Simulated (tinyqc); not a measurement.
Shift against diffusion length: interdiffusion of a quantum well during annealing: blurred potential and shift of the confined levels. Computed by tinyqc, a small Python program. Command: `OMP_NUM_THREADS=1 python tinyqc.py 3020110 3020111 out.jsonl qwi walk`. One thread of a shared host (Intel(R) Xeon(R) Processor @ 2.30GHz), about 0.06 s of CPU time with the checks.

A square well of width w is blurred by Fick diffusion with a constant coefficient; band offsets are linear in composition, masses are uniform, and strain and excitons are ignored.

Inputs (values chosen for the exercise, modelled on SiGe in silicon (holes and electrons as a model)):
```
quantity               value  unit
well width w             9.8    nm
electron mass m_e      0.197   m_0
hole mass m_h          0.295   m_0
conduction offset V_c  0.023    eV
valence offset V_v      0.19    eV
```

Constants: hbar^2/(2 m_0) = 3.80998212 eV angstrom^2.

Method:
- Square well, ground state: take the lowest root of k tan(k w/2) = kappa, k^2 = E/c, kappa^2 = (V - E)/c, c = hbar^2/(2m) with hbar^2/(2 m_0) in eV angstrom^2.
- With L = sqrt(D t) and the share at the centre erf(w/(4L)). After the anneal: V(z) = V {1 - (1/2)[erf((w/2 - z)/(2L)) + erf((w/2 + z)/(2L))]}, energies counted from the original well bottom. Finite differences on 3000 points over |z| < w/2 + 6L + 25 nm; shifts are taken against the same grid with cell-averaged square steps.
- First-order estimate for small L: the shift is 2 L^2 V |d(psi^2)/dz| at an edge, with psi the normalised square-well state: psi^2 = cos^2(k z)/(w/2 + 1/kappa) inside, so |d(psi^2)/dz| = k sin(k w)/(w/2 + 1/kappa).

electron level before the anneal = 7.48274 meV

hole level before the anneal = 9.70022 meV

Shifts (meV):
```
L/w   L (nm)  share at the centre  electron     hole      sum  first-order sum
0.02   0.196                    1     0.037    0.273     0.31          0.34512
0.04   0.392                    1     0.142    1.014    1.157           1.3805
0.07   0.686              1.00000     0.412    2.944    3.356           4.2277
0.1     0.98              0.99959     0.798    6.016    6.813           8.6279
0.15    1.47              0.98158     1.637   14.387   16.024           19.413
0.2     1.96              0.92290     2.617   26.481   29.098           34.512
0.3     2.94              0.76141      4.56   53.112   57.673           77.652
0.45    4.41              0.56794     6.835   83.944   90.778           174.72
0.7     6.86              0.38649     9.168  113.429  122.597           422.77
1        9.8              0.27633    10.731  131.791  142.522           862.79
```

What follows from these numbers?

The sum grows as L^1.90 between the first rows (L^2, linear in time, in first order) and as L^0.42 between the last, as it bends towards the limit V_c + V_v less the original levels, 195.8 meV. The first-order form is off by +11 % in the first row and +27 % at L/w = 0.1; it needs L well below the decay length 1/kappa. At L/w = 0.2 the hole level has moved by the larger share of its offset (13.9 % for the hole, 11.4 % for the electron). Caution: the well mass is used in the barriers too; a heavier barrier mass would lower these levels.
